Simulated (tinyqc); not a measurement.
# Potential step from the flux

Problem. On one interval J = (q mu Vt/hx) [nb B(d) - na B(-d)], B(d) = d/(exp(d) - 1), d = (psi_b - psi_a)/Vt. Find psi_b - psi_a, and the step at which J would vanish.

Values chosen for this exercise: temperature T = 293 K; electron mobility mu = 1370 cm^2/(V s); density at the left node na = 2.7e13 cm^-3; density at the right node nb = 2.6e14 cm^-3; node spacing hx = 8.5 nm.

Constants: q = 1.602176634e-19 C, kB = 1.380649e-23 J/K, Vt = kB T/q. Results are converted to the units shown.

J = 5643.7569 A/cm^2

Solution. B(d) falls and B(-d) rises with d, so J falls steadily with the step and one value matches. J = 0 needs nb/na = exp(d), the Boltzmann ratio.

psi_b - psi_a = -0.08100 V
step for J = 0 = 0.05718 V

tinyqc, about 0.01 s, one thread, Intel Xeon 2.30GHz (shared host): `OMP_NUM_THREADS=1 python tinyqc.py 2220038 2220039 out.jsonl`
